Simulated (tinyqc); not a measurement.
# Changing the mean atomic mass M

Model: estimate of lattice thermal conductivity from elastic moduli (Slack, Klemens and Cahill formulas). Computed by tinyqc, a small Python program. Command: `OMP_NUM_THREADS=1 python tinyqc.py 3008864 3008865 out.jsonl slack sweep`. One thread of a shared host (Intel(R) Xeon(R) Processor @ 2.30GHz), about 0.01 s of CPU time with the checks.

An isotropic solid.

Inputs (values chosen for the exercise, for a model crystal):

| quantity | value | unit |
|---|---|---|
| bulk modulus B | 229 | GPa |
| shear modulus G | 228 | GPa |
| volume per atom V | 10.9 | angstrom^3 |
| atoms per primitive cell n | 2 | - |
| volume expansion coefficient alpha_V | 31.9 | ppm/K |
| temperature T | 300 | K |
| disorder parameter Gamma | 0.00015 | - |
| grain size d | 27 | nm |

Grueneisen parameter: from thermal expansion.

Constants: u = 1.6605390666e-27 kg; hbar = 1.054571817e-34 J s; k_B = 1.380649e-23 J/K; h = 6.62607015e-34 J s.

Method:
- rho = M/V; vL = sqrt((B + 4G/3)/rho), vT = sqrt(G/rho); v_m = [(vL^-3 + 2 vT^-3)/3]^(-1/3); Poisson ratio sigma = (3B - 2G)/(6B + 2G); Theta = hbar v_m (6 pi^2/V)^(1/3)/k_B.
- gamma = alpha_V B V/(3 k_B), with the classical heat capacity 3 k_B per atom.
- Slack, an estimate for T near or above Theta_a: kappa = A M Theta_a^3 delta n^(1/3)/(gamma^2 T) in W/(m K), with M in u, delta = V^(1/3) in angstrom, Theta_a = Theta n^(-1/3) and A = 2.43e-6/(1 - 0.514/gamma + 0.228/gamma^2).
- High-temperature forms with the classical heat capacity. Klemens: kappa/kappa_0 = arctan(u)/u, u^2 = pi^2 Theta V Gamma kappa_0/(h v_m^2). Grains: 1/kappa_poly = 1/kappa + 1/(C v_m d/3), C = 3 k_B/(n V), the acoustic branches alone.
- Cahill minimum: kappa_min = (pi/6)^(1/3) k_B V^(-2/3) sum over L, T, T of v (T/Theta_i)^2 int_0^(Theta_i/T) x^3 e^x/(e^x - 1)^2 dx, Theta_i = Theta v_i/v_m (64 Gauss-Legendre points).
- Its high-temperature limit is (1/2) (pi/6)^(1/3) k_B V^(-2/3) (vL + 2 vT).

One run for each value:

| mean atomic mass M (u) | kappa of the perfect crystal (W/(m K)) | Debye temperature Theta (K) | kappa_min (W/(m K)) | kappa with point defects (W/(m K)) |
|---|---|---|---|---|
| 10 | 224.81 | 1800.1 | 1.5287 | 220.83 |
| 15 | 183.56 | 1469.8 | 1.6498 | 180.31 |
| 24 | 145.11 | 1162.0 | 1.6931 | 142.55 |
| 36 | 118.49 | 948.7 | 1.6443 | 116.39 |
| 55 | 95.86 | 767.6 | 1.5247 | 94.16 |
| 85 | 77.11 | 617.4 | 1.3566 | 75.74 |
| 130 | 62.35 | 499.3 | 1.1752 | 61.25 |
| 200 | 50.27 | 402.5 | 0.9939 | 49.38 |

Describe and explain the trends.

Over the rows, kappa of the perfect crystal (W/(m K)) falls from 225 to 50.3 (exponent d ln y / d ln x about -0.50 throughout); Debye temperature Theta (K) falls from 1800 to 403 (exponent d ln y / d ln x about -0.50 throughout); kappa_min (W/(m K)) goes from 1.53 through a maximum among these rows, 1.69 at 24.0, to 0.994. The exponent of kappa of the perfect crystal stays at -0.50: M Theta^3 scales as M^(-1/2) at fixed moduli. The exponent of Debye temperature Theta stays at -0.50: velocities scale as rho^(-1/2). At fixed moduli and volume a heavier crystal has slower sound: every velocity and Theta go as M^(-1/2), and so does kappa_min once T is well above Theta.

Caution (all rows): T lies below Theta_a, where umklapp processes begin to freeze out and the Slack formula can fall short.

Extremes, crossings and ranges named in words are read from the listed rows.
